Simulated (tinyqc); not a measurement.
Inside a calculation. Model: octagonal on-chip spiral inductor, lumped pi model.

Computed by the program tinyqc: `OMP_NUM_THREADS=1 python tinyqc.py 2302095 2302096 out.jsonl`, one thread of a shared Intel Xeon 2.30GHz, about 0.01 s for the whole run. Printed values are rounded.

Outer diameter do = di + 2 n wd + 2 (n - 1) sp, mean da = (do + di)/2, fill p = (do - di)/(do + di), length l = 3.314 n da. L = 2.25 mu0 n^2 da/(1 + 3.55 p), mu0 = 4 pi 1e-7 H/m. Rs = rho l/(wd delta (1 - exp(-th/delta))), delta = sqrt(rho/(pi f mu0)). Cs = n wd^2 eps0 eo/hu across the coil. At each end Cox = l wd eps0 eo/(2 ho) leads to the substrate branch Rsi = 2 rs he/(l wd) in parallel with Csi = l wd eps0 11.7/(2 he). With one end grounded Y = 1/(Rs + i w L) + i w Cs + 1/[1/(i w Cox) + 1/(1/Rsi + i w Csi)], w = 2 pi f; Q = -Im Y/Re Y. Eddy currents in neighbouring turns and in the substrate are left out.

Values chosen for this exercise; values of the order met in silicon radio-frequency processes:
```
symbol,value,unit,meaning
n,4.5,,number of turns
wd,15,um,line width
sp,3,um,space between turns
di,60,um,inner diameter
th,2,um,metal thickness
rho,1.9,uohm cm,metal resistivity
ho,6.1,um,oxide below the coil
hu,1.1,um,oxide between coil and underpass
eo,3,,relative permittivity of the oxide
rs,1000,ohm cm,substrate resistivity
he,80,um,effective spreading depth in the substrate
f,8.3,GHz,frequency
```

Constants: eps0 = 8.8541878128e-12 F/m. Results are converted to the units shown.

## Geometry and model elements

do, l, L, delta, Rs, Cs, Cox, Rsi and Csi as defined.

do = 216 um
l = 2057.994 um
L = 2.628041 nH
delta = 0.7614789 um
Rs = 3.690258 ohm
Cs = 24.44963 fF
Cox = 67.21180 fF
Rsi = 51830.41 ohm
Csi = 19.98711 fF

Rs is 2.83 times the direct-current value in this empirical form, which overstates the skin effect of a flat slab when delta is near th and so stands in for some current crowding.

## Admittance, quality factor and apparent inductance

Series branch 1/(Rs + i w L), substrate branch, total Y, Q = -Im Y/Re Y, apparent inductance Im(1/Y)/w, metal-only value w L/Rs, share of the loss in the substrate Re(substrate branch)/Re Y.

series branch = 0.196319-7.291135i mS
substrate branch = 0.0114624+0.8034682i mS
Y = 0.207781-5.212608i mS
Q = 25.08701
apparent inductance = 3.672802 nH
w L/Rs = 37.13928
share of the loss in the substrate = 5.516586 %

Q is 67.5 % of the metal-only value.
